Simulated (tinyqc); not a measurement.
# Which input was changed?

Model: capillary instabilities by surface diffusion: grooving and agglomeration of films, edge retraction, wire break-up and smoothing of roughness. Computed by tinyqc, a small Python program. Command: `OMP_NUM_THREADS=1 python tinyqc.py 3025571 3025572 out.jsonl dewet which`. One thread of a shared host (Intel(R) Xeon(R) Processor @ 2.30GHz), about 0.04 s of CPU time with the checks.

Isotropic surface energy; shapes change by surface diffusion alone.

Inputs (values chosen for the exercise, for a model film): surface energy gamma_s = 2.19 J/m^2; grain-boundary energy gamma_b = 0.65 J/m^2; contact angle on the substrate theta = 110 degrees; atomic volume Omega = 13.6 angstrom^3; surface sites nu = 13 1/nm^2; prefactor D0 = 3.6e-05 m^2/s; activation energy Q = 2.14 eV; temperature T = 1067 K; time t = 700 s; film thickness h = 8.6 nm; grain radius R = 58 nm; wire radius r = 2.4 nm; initial ripple over radius = 0.02.

Grooves: at the surface only.

Constants: k_B = 8.617333262e-05 eV/K; k_B = 1.380649e-23 J/K.

Method:
- B = D_s nu gamma_s Omega^2/(k_B T), D_s = D0 exp(-Q/(k_B T)).
- Groove angle beta: sin(beta) = gamma_b/(2 gamma). For circular grains of radius R with spherical caps the groove ends (measured from the mean surface) at the depth R g(beta), g = (2 - 3 cos beta + cos^3 beta)/(3 sin^3 beta). The film parts if R g(beta_s) > h.
- Mullins' isolated groove: depth below the flat surface d = 0.780 m (B t)^(1/4), m = tan(beta_s), width between the ridges 4.6 (B t)^(1/4); time to reach h: (h/(0.780 m))^4/B.
- A rim shaped as a circular segment with contact angle theta holds the area h x; its radius r obeys r^2 (theta - sin theta cos theta) = h x. To advance, the edge must carry a strip of the rim height H = r (1 - cos theta) over the rim, driven by the curvature 1/r over the distance r theta (the scaling argument of Brandon and Bradshaw): H dx/dt = B/(theta r^2) gives x^(5/2) = (5/2) B t c^(3/2)/(theta (1 - cos theta) h^(3/2)), c = theta - sin theta cos theta.
- A wire with r + A cos(k z) has dA/dt = (B/r^4) (kr)^2 [1 - (kr)^2] A: unstable for wavelengths above 2 pi r, fastest at kr = 1/sqrt 2 with the rate B/(4 r^4); break-up time about (4 r^4/B) ln(r/A0); each wavelength makes a sphere of radius (3 r^2 lambda_m/4)^(1/3).

Question. One of these inputs alone was changed, within the range given: surface energy gamma_s (1.095 to 4.38); temperature T (533.5 to 2134); film thickness h (4.3 to 17.2); grain radius R (29 to 116). Which one, and to what value?

Results:
```
run     time to reach the substrate (s)  rim height H (nm)  break-up time (s)
before                         29032.99           25.78024          0.5172286
after                          17337.45           25.12417          0.5172286
```

Answer.

Each candidate set to reproduce time to reach the substrate, and what it then gives:
```
candidate                       range searched  value needed  rim height H (nm)  break-up time (s)
surface energy gamma_s (J/m^2)   1.095 to 4.38         1.855             24.939            0.61058
temperature T (K)                533.5 to 2134          1092             28.580            0.30887
film thickness h (nm)              4.3 to 17.2         7.560             25.124            0.51723
grain radius R (nm)                  29 to 116     no effect                  -                  -
```

Only film thickness h fits every result: it went from 8.6 to 7.56 nm. The next best candidate, surface energy gamma_s, misses one result by 18 %.

Caution: the grains are too small for the surface groove ever to reach the depth h. Caution: faceting can stabilise wires along low-index directions.
